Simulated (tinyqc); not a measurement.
Inside a calculation. Method: RHF in the sto-3g basis, for H6, spin multiplicity 1. One step of it, computed by the program tinyqc.

Question. Iteration 2: building the Fock matrix. J_ij = sum D_kl (ij|kl), K_ij = sum D_kl (ik|jl); F = H + J - 0.5 K; E = tr D H + tr D J / 2 - 0.25 tr D K + E_nn.

D after iteration 1:
```
           1H 1s      2H 1s      3H 1s      4H 1s      5H 1s      6H 1s
1H 1s   0.450732   0.510850   0.073118  -0.330136  -0.081660   0.345622
2H 1s   0.510850   0.716908   0.328988  -0.199567  -0.223478   0.135199
3H 1s   0.073118   0.328988   0.530942   0.447541  -0.070899  -0.263916
4H 1s  -0.330136  -0.199567   0.447541   0.912450   0.311556  -0.251042
5H 1s  -0.081660  -0.223478  -0.070899   0.311556   0.526756   0.484408
6H 1s   0.345622   0.135199  -0.263916  -0.251042   0.484408   0.979758
```

core Hamiltonian H = T + V (hartree):
```
           1H 1s      2H 1s      3H 1s      4H 1s      5H 1s      6H 1s
1H 1s  -1.619615  -1.165012  -0.152682  -0.026971  -0.000784  -0.000053
2H 1s  -1.165012  -1.865117  -0.620368  -0.158341  -0.008019  -0.000787
3H 1s  -0.152682  -0.620368  -2.000759  -1.299937  -0.158050  -0.026970
4H 1s  -0.026971  -0.158341  -1.299937  -2.000612  -0.619451  -0.152681
5H 1s  -0.000784  -0.008019  -0.158050  -0.619451  -1.865271  -1.166417
6H 1s  -0.000053  -0.000787  -0.026970  -0.152681  -1.166417  -1.620155
```

Two-electron integrals (ij|kl) in chemists' order, unique and non-zero (hartree):
```
(11|11) 0.774606   (21|11) 0.355881   (21|21) 0.201882   (22|11) 0.510398
(22|21) 0.355881   (22|22) 0.774606   (31|11) 0.027676   (31|21) 0.017732
(31|22) 0.036338   (31|31) 0.002058   (32|11) 0.090531   (32|21) 0.064634
(32|22) 0.149961   (32|31) 0.009013   (32|32) 0.043629   (33|11) 0.224605
(33|21) 0.154939   (33|22) 0.356419   (33|31) 0.027676   (33|32) 0.149961
(33|33) 0.774606   (41|11) 0.003476   (41|21) 0.002345   (41|22) 0.005087
(41|31) 0.000309   (41|32) 0.001443   (41|33) 0.005087   (41|41) 0.000050
(42|11) 0.017176   (42|21) 0.012047   (42|22) 0.027676   (42|31) 0.001804
(42|32) 0.009013   (42|33) 0.036338   (42|41) 0.000309   (42|42) 0.002058
(43|11) 0.105125   (43|21) 0.070064   (43|22) 0.154939   (43|31) 0.012047
(43|32) 0.064634   (43|33) 0.355881   (43|41) 0.002345   (43|42) 0.017732
(43|43) 0.201882   (44|11) 0.162421   (44|21) 0.105125   (44|22) 0.224605
(44|31) 0.017176   (44|32) 0.090531   (44|33) 0.510398   (44|41) 0.003476
(44|42) 0.027676   (44|43) 0.355881   (44|44) 0.774606   (51|11) 0.000058
(51|21) 0.000040   (51|22) 0.000089   (51|31) 0.000006   (51|32) 0.000032
(51|33) 0.000141   (51|41) 1.12e-06   (51|42) 0.000008   (51|43) 0.000071
(51|44) 0.000114   (51|51) 3.00e-08   (52|11) 0.000557   (52|21) 0.000373
(52|22) 0.000825   (52|31) 0.000060   (52|32) 0.000311   (52|33) 0.001490
(52|41) 0.000011   (52|42) 0.000081   (52|43) 0.000834   (52|44) 0.001490
(52|51) 3.24e-07   (52|52) 3.76e-06   (53|11) 0.009859   (53|21) 0.006336
(53|22) 0.013431   (53|31) 0.001011   (53|32) 0.005228   (53|33) 0.027619
(53|41) 0.000197   (53|42) 0.001497   (53|43) 0.017696   (53|44) 0.036267
(53|51) 0.000006   (53|52) 0.000081   (53|53) 0.002050   (54|11) 0.036810
(54|21) 0.023150   (54|22) 0.047822   (54|31) 0.003506   (54|32) 0.017658
(54|33) 0.090381   (54|41) 0.000681   (54|42) 0.005230   (54|43) 0.064525
(54|44) 0.149707   (54|51) 0.000022   (54|52) 0.000311   (54|53) 0.008983
(54|54) 0.043496   (55|11) 0.112376   (55|21) 0.069106   (55|22) 0.139074
(55|31) 0.009875   (55|32) 0.047881   (55|33) 0.224511   (55|41) 0.001836
(55|42) 0.013452   (55|43) 0.154860   (55|44) 0.356201   (55|51) 0.000058
(55|52) 0.000825   (55|53) 0.027619   (55|54) 0.149707   (55|55) 0.774606
(61|11) 2.83e-06   (61|21) 1.88e-06   (61|22) 4.12e-06   (61|31) 3.06e-07
(61|32) 1.59e-06   (61|33) 0.000008   (61|41) 5.77e-08   (61|42) 4.19e-07
(61|43) 4.41e-06   (61|44) 0.000008   (61|52) 1.97e-08   (61|53) 4.19e-07
(61|54) 1.59e-06   (61|55) 4.12e-06   (62|11) 0.000042   (62|21) 0.000027
(62|22) 0.000059   (62|31) 4.36e-06   (62|32) 0.000023   (62|33) 0.000115
(62|41) 8.40e-07   (62|42) 0.000006   (62|43) 0.000071   (62|44) 0.000141
(62|51) 2.61e-08   (62|52) 3.25e-07   (62|53) 0.000008   (62|54) 0.000032
(62|55) 0.000089   (62|62) 3.02e-08   (63|11) 0.001406   (63|21) 0.000886
(63|22) 0.001837   (63|31) 0.000135   (63|32) 0.000682   (63|33) 0.003476
(63|41) 0.000026   (63|42) 0.000197   (63|43) 0.002345   (63|44) 0.005087
(63|51) 8.38e-07   (63|52) 0.000011   (63|53) 0.000308   (63|54) 0.001441
(63|55) 0.005085   (63|61) 5.77e-08   (63|62) 1.12e-06   (63|63) 0.000050
(64|11) 0.007814   (64|21) 0.004852   (64|22) 0.009878   (64|31) 0.000712
(64|32) 0.003511   (64|33) 0.017176   (64|41) 0.000135   (64|42) 0.001013
(64|43) 0.012047   (64|44) 0.027676   (64|51) 4.35e-06   (64|52) 0.000060
(64|53) 0.001801   (64|54) 0.009000   (64|55) 0.036334   (64|61) 3.06e-07
(64|62) 0.000006   (64|63) 0.000309   (64|64) 0.002058   (65|11) 0.057030
(65|21) 0.034745   (65|22) 0.069191   (65|31) 0.004857   (65|32) 0.023208
(65|33) 0.105223   (65|41) 0.000887   (65|42) 0.006354   (65|43) 0.070126
(65|44) 0.155070   (65|51) 0.000027   (65|52) 0.000373   (65|53) 0.012039
(65|54) 0.064616   (65|55) 0.356389   (65|61) 1.88e-06   (65|62) 0.000040
(65|63) 0.002347   (65|64) 0.017751   (65|65) 0.202387   (66|11) 0.094294
(66|21) 0.056972   (66|22) 0.112400   (66|31) 0.007814   (66|32) 0.036866
(66|33) 0.162421   (66|41) 0.001406   (66|42) 0.009878   (66|43) 0.105125
(66|44) 0.224605   (66|51) 0.000042   (66|52) 0.000558   (66|53) 0.017149
(66|54) 0.090432   (66|55) 0.510746   (66|61) 2.83e-06   (66|62) 0.000059
(66|63) 0.003476   (66|64) 0.027676   (66|65) 0.356389   (66|66) 0.774606
```

nuclear repulsion = 4.16850778 hartree

Give: Coulomb J; exchange K; Fock matrix F; total energy of this density.

Answer.

Coulomb J (hartree):
```
       1H 1s  2H 1s  3H 1s  4H 1s  5H 1s  6H 1s
1H 1s  1.718  1.038  0.122  0.020  0.001  0.000
2H 1s  1.038  2.043  0.552  0.131  0.006  0.001
3H 1s  0.122  0.552  2.216  1.243  0.134  0.021
4H 1s  0.020  0.131  1.243  2.316  0.577  0.130
5H 1s  0.001  0.006  0.134  0.577  2.152  1.145
6H 1s  0.000  0.001  0.021  0.130  1.145  1.998
```

exchange K (hartree):
```
        1H 1s   2H 1s   3H 1s   4H 1s   5H 1s   6H 1s
1H 1s   0.871   0.817   0.158  -0.010  -0.012   0.023
2H 1s   0.817   1.132   0.392   0.107  -0.017   0.005
3H 1s   0.158   0.392   1.028   0.864   0.127  -0.012
4H 1s  -0.010   0.107   0.864   1.228   0.386   0.109
5H 1s  -0.012  -0.017   0.127   0.386   1.051   0.890
6H 1s   0.023   0.005  -0.012   0.109   0.890   1.208
```

Fock matrix F (hartree):
```
        1H 1s   2H 1s   3H 1s   4H 1s   5H 1s   6H 1s
1H 1s  -0.337  -0.536  -0.110  -0.002   0.006  -0.011
2H 1s  -0.536  -0.388  -0.265  -0.081   0.006  -0.003
3H 1s  -0.110  -0.265  -0.299  -0.489  -0.087   0.000
4H 1s  -0.002  -0.081  -0.489  -0.299  -0.236  -0.077
5H 1s   0.006   0.006  -0.087  -0.236  -0.239  -0.466
6H 1s  -0.011  -0.003   0.000  -0.077  -0.466  -0.226
```

total energy of this density = -3.10036 hartree
